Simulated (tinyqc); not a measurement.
Interface traps by the conductance method, a continuum of levels: one step of the calculation.

MOS capacitor on an n-type substrate; psi is the band bending, negative in depletion; only majority carriers are counted. The traps exchange electrons with the conduction band; their admittance lies in parallel with Cd, and that pair in series with Cox and Rs. w = 2 pi f.

Problem. Parallel conductance and capacitance. With x = w tau: Gp/w = Cit ln(1 + x^2)/(2 x), Cp = Cd + Cit arctan(x)/x.

Values chosen for this exercise:
- f = 92000 Hz (signal frequency)

Cd = 496.37573 nF/cm^2
tau = 6.7155143e-7 s
Cit = 384.52239 nF/cm^2

Give: x; Gp/w; Cp.

Solution.

x = 0.38819
Gp/w = 69.519 nF/cm^2
Cp = 863.16 nF/cm^2

The peak of Gp/w lies at x = 1.98 with the height 0.402 Cit; this frequency gives 0.181 Cit.

Computed by the program tinyqc: `OMP_NUM_THREADS=1 python tinyqc.py 2030055 2030056 out.jsonl`, one thread of a shared Intel Xeon 2.30GHz, about 0.01 s for the whole run.
